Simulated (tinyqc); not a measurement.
What each parameter does: inversion layer as a triangular well, valleys of the Ge type.

Four ellipsoidal valleys (eight halves) with their long axes along <111>, mass ml along the axis and mt across it. For a valley whose axis makes the angle theta with the surface normal, 1/m_z = cos^2(theta)/ml + sin^2(theta)/mt sets the confinement; in the plane the masses are m_1 = mt and m_2 = ml mt/m_z, and m_d = sqrt(m_1 m_2). The Gamma and Delta valleys are left out; the heavy Delta valleys, about 0.18 eV up, can lie lowest under strong confinement.

The field is taken as constant, e F = 4 pi (e^2/4 pi eps0)(Nd + eta Ns)/eps, with 1e12/cm^2 = 1e-4/angstrom^2, and the oxide as a hard wall at z = 0; c = hbar^2/2m0.

Level j of a valley lies at E_j = a_j (c (e F)^2/m_z)^(1/3) above the band edge at the surface, with the Airy zeros a_j = 2.338107, 4.087949, 5.520560, 6.786708, 7.944134, 9.022651, 10.040174, 11.008524, 11.936016, 12.828777, and has <z> = 2 E_j/(3 e F).

Subband i holds n_i = g m_d/(2 pi c) kB T ln(1 + exp((EF - E_i)/kB T)) (spin included), and EF is fixed by sum n_i = Ns over the levels listed or, where none are listed, over j = 0 to 9 of each group; 1e12/cm^2 = 1e-4/angstrom^2.

Constants: hbar^2/2m0 = 3.80998211 eV angstrom^2; e^2/(4 pi eps0) = 14.39964547 eV angstrom; kB = 8.617333262e-05 eV/K.

Inputs chosen for the exercise (near those of Ge; shifted at random, so the results belong to these values and not to a real crystal): ml = 1.576 m0 (longitudinal mass); mt = 0.082 m0 (transverse mass); eps = 16.2 (dielectric constant); Nd = 2.2 x 1e12/cm^2 (depletion charge); eta = 0.75 (share of Ns in the effective field); face = 100 (surface); Ns = 2.8 x 1e12/cm^2 (electron sheet density); T = 300 K (temperature).

Field, ladders and EF anew.

One parameter was then changed.

Results before and after:
```
case     lowest E (eV)  EF (eV)  share of lowest (%)  <z> (angstrom)
base            0.2108   0.1742                 99.7           29.32
changed         0.2260   0.1894                 99.8           28.30
```

Which of these changes was made? (a) ml = 1.734 m0; (b) eps = 14.6; (c) T = 360 K; (d) mt = 0.09 m0; (e) Ns = 5.6 x 1e12/cm^2; (f) Nd = 4.4 x 1e12/cm^2.

Answer: (b) eps = 14.6. Of the candidates, run in turn, only this one gives the changed row.

All candidates:
```
case                  lowest E (eV)  EF (eV)  share of lowest (%)  <z> (angstrom)
base                         0.2108   0.1742                 99.7           29.32
Ns = 5.6 x 1e12/cm^2         0.2748   0.2592                100.0           25.64
Nd = 4.4 x 1e12/cm^2         0.2777   0.2412                100.0           25.51
T = 360 K                    0.2108   0.1605                 99.3           29.42
ml = 1.734 m0                0.2107   0.1727                 99.7           29.30
mt = 0.09 m0                 0.2046   0.1666                 99.7           28.46
eps = 14.6                   0.2260   0.1894                 99.8           28.30
```

Run: tinyqc, `OMP_NUM_THREADS=1 python tinyqc.py 1252042 1252043 out.jsonl`; Intel(R) Xeon(R) Processor @ 2.30GHz, one thread, shared host; about 0.03 s of CPU time with all checks.
